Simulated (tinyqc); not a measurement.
Dispersion: Heisenberg magnet: exchange from energy differences, ordering vector, linear spin waves and ordering temperature. Computed by tinyqc, a small Python program. Command: `OMP_NUM_THREADS=1 python tinyqc.py 3028192 3028193 out.jsonl magnon walk`. One thread of a shared host (Intel(R) Xeon(R) Processor @ 2.30GHz), about 0.03 s of CPU time with the checks.

H = -sum over pairs <ij> J_ij S_i.S_j - K sum_i (S_i^z)^2, each pair once, J > 0 ferromagnetic. First neighbours: 4 at a (1, 0), second: 4 at a (1, 1), with all permutations and signs.

Inputs (values chosen for the exercise, for a model magnet):
```
quantity                 value      unit
exchange J1              -1.53       meV
exchange J2              -0.12       meV
spin S                     2.5         -
single-ion anisotropy K   0.03       meV
lattice constant a        4.02  angstrom
```

Lattice: square. Order: Neel (nearest neighbours antiparallel).

Method:
- g_s(q) = sum over shell s of cos(q.R), z1 = g1(0). A(q) = S [-J1 g1(0) + J2 (g2(0) - g2(q))] + (2S - 1) K, B(q) = S J1 g1(q), E(q) = sqrt(A^2 - B^2). The factor 2S - 1 removes the anisotropy for S = 1/2.
- sum R_x^2 over the shells is s1 = 2 a^2 and s2 = 4 a^2. Without K, E = c q with c = S sqrt(z1 |J1| (|J1| s1 + J2 s2)); the gap is E(0) = sqrt(k (k + 2 S z1 |J1|)), k = (2S - 1) K.
- J(q) = J1 g1(q) + J2 g2(q), g_s(q) = sum over shell s of cos(q.R).

gap = 1.92 meV

spin-wave velocity c = 39.9348 meV angstrom

Energies (meV); X = (0.5, 0), M = (0.5, 0.5) in 2 pi/a:
```
line  fraction of the way    E(q)  sqrt(gap^2 + c^2 q^2)
G-X                  0.10   3.633                  3.664
G-X                  0.25   7.518                  8.035
G-X                  0.50  11.987                 15.722
G-X                  0.75  13.182                 23.485
G-X                  1.00  13.020                 31.268
G-M                  0.10   4.745                  4.813
G-M                  0.20   8.482                  9.034
G-M                  0.30  11.545                 13.379
G-M                  0.40  13.532                 17.758
G-M                  0.50  14.220                 22.151
```

What follows from these numbers?

At the end of the G-X rows the long-wave form is 2.40 times the true energy. At the end of the G-M rows the long-wave form is 1.56 times the true energy. It holds to 5 % in 2 of the ten rows; nearer the zone boundary the cosine flattens the band.
